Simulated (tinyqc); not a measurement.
Pressure-driven transition between two phases with analytic equations of state. Changing the energy of phase 2 above phase 1, Delta E0. Computed by tinyqc, a small Python program. Command: `OMP_NUM_THREADS=1 python tinyqc.py 3008023 3008024 out.jsonl transition sweep`. One thread of a shared host (Intel(R) Xeon(R) Processor @ 2.30GHz), about 0.02 s of CPU time with the checks.

Each phase obeys E = E0 + (9 B0 V0/h^2) {1 + [h (1 - x) - 1] exp(h (1 - x))}, P = 3 B0 (1 - x) x^-2 exp(h (1 - x)), x = (V/V0)^(1/3), h = (3/2)(B' - 1); E0 = 0 for phase 1 and Delta E0 for phase 2. H = E + P V.

Inputs (values chosen for the exercise, for two model phases):

| quantity | value | unit |
|---|---|---|
| volume V0 of phase 1 | 30.5 | angstrom^3/atom |
| B0 of phase 1 | 42.7 | GPa |
| B' of phase 1 | 4.7 | - |
| volume V0 of phase 2 | 24.5 | angstrom^3/atom |
| B0 of phase 2 | 46.6 | GPa |
| B' of phase 2 | 4.5 | - |

Equation of state: Vinet.

Constants: 1 eV/angstrom^3 = 160.2176634 GPa.

Method. If neither phase were compressed, P = Delta E0/(V0 of phase 1 - V0 of phase 2). Start from P = Delta E0/(V0 of phase 1 - V0 of phase 2); at each P solve P(V) = P for both phases and step P(new) = P - (H_2 - H_1)/(V_2 - V_1); stop when |H_2 - H_1| < 1e-10 eV. At the zero-temperature transition the volume change is V_2/V_1 - 1 and the work is P (V_1 - V_2).

One run for each value:

| energy of phase 2 above phase 1, Delta E0 (eV/atom) | transition pressure (GPa) | rigid estimate (GPa) | volume change (%) | work P (V_1 - V_2) (eV/atom) |
|---|---|---|---|---|
| 0.016 | 0.430 | 0.427 | -19.608 | 0.01590 |
| 0.024 | 0.647 | 0.641 | -19.578 | 0.02377 |
| 0.036 | 0.975 | 0.961 | -19.536 | 0.03550 |
| 0.054 | 1.473 | 1.442 | -19.477 | 0.05291 |
| 0.080 | 2.204 | 2.136 | -19.402 | 0.07772 |
| 0.120 | 3.354 | 3.204 | -19.303 | 0.11523 |
| 0.180 | 5.131 | 4.807 | -19.187 | 0.17024 |
| 0.260 | 7.594 | 6.943 | -19.072 | 0.24179 |
| 0.390 | 11.800 | 10.414 | -18.949 | 0.35483 |

What does the table show, and why?

Over the rows, transition pressure (GPa) rises from 0.430 to 11.8 (exponent d ln y / d ln x 1.0 between the first rows and 1.1 between the last); rigid estimate (GPa) rises from 0.427 to 10.4 (exponent d ln y / d ln x about 1.0 throughout); volume change (%) rises from -19.6 to -18.9 (exponent d ln y / d ln x -0.0038 between the first rows and -0.016 between the last). At the low end the exponent of transition pressure is 1.01, close to 1: the rigid estimate Delta E0/Delta V. P_t/(rigid estimate) goes from 1.007 to 1.133: the higher the pressure, the more the two volumes have changed from their values at P = 0.
